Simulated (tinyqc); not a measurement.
A run and its error bars: classical Heisenberg spin chain: exact results, Metropolis, heat-bath and over-relaxation steps, and a Monte Carlo run. Computed by tinyqc, a small Python program. Command: `OMP_NUM_THREADS=1 python tinyqc.py 3130011 3130012 out.jsonl heismc walk`. One thread of a shared host (Intel(R) Xeon(R) Processor @ 2.30GHz), about 0.2 s of CPU time with the checks.

E = -J sum_i s_i . s_(i+1) for unit vectors s_i on an open chain; K = J/(k_B T).

Inputs (values chosen for the exercise, for a model chain of large moments):

| quantity | value | unit |
|---|---|---|
| coupling J | -21 | meV |
| temperature T | 87.2 | K |
| moment mu | 4.8 | mu_B |
| length N of the open chain | 16 | - |
| seed | 510017 | - |

Update: heat bath.

Constants: k_B = 8.617333262e-05 eV/K; mu_B = 5.7883818060e-05 eV/T.

Method:
- Each bond angle is independent, so u = <s_i . s_(i+1)> = coth K - 1/K, <s_i . s_(i+n)> = u^n, correlation length xi = -1/ln|u|, energy per bond -J u, heat capacity per bond c/k_B = 1 - K^2/sinh^2 K, and for the long chain chi = mu^2 (1 + u)/(3 k_B T (1 - u)) per spin.
- For N spins, <|sum s|^2>/N = (1 + u)/(1 - u) - 2 u (1 - u^N)/(N (1 - u)^2); the long chain has (1 + u)/(1 - u), chi over the Curie value, and the difference is relative to it.
- From the ordered state (alternating for J < 0), with each spin drawn from exp(h . s), h = K x sum of neighbours, 200 sweeps are discarded and 1600 recorded (even and odd sites in turn; random numbers not printed, so these rows are one sample). Errors are the scatter of block means over sqrt(number of blocks).

K = -2.79467

u = -0.649679

<|sum s|^2>/N = 0.242168

Blocking:

| block length | mean bond product | error | <\|sum s\|^2>/N | error |
|---|---|---|---|---|
| 1 | -0.65048 | 0.0022279 | 0.23400 | 0.0049528 |
| 4 | -0.65048 | 0.0025093 | 0.23400 | 0.0050503 |
| 16 | -0.65048 | 0.0027086 | 0.23400 | 0.0050498 |
| 40 | -0.65048 | 0.0029253 | 0.23400 | 0.0054741 |
| 80 | -0.65048 | 0.0027910 | 0.23400 | 0.0055202 |

What does the comparison show, and why?

With blocks of 40 the bond product is 0.3 error bars from the exact u = -0.6497, and <|sum s|^2>/N is 1.5 from the exact 0.242. Blocking to 40 changes the two errors by factors 1.3 and 1.1.
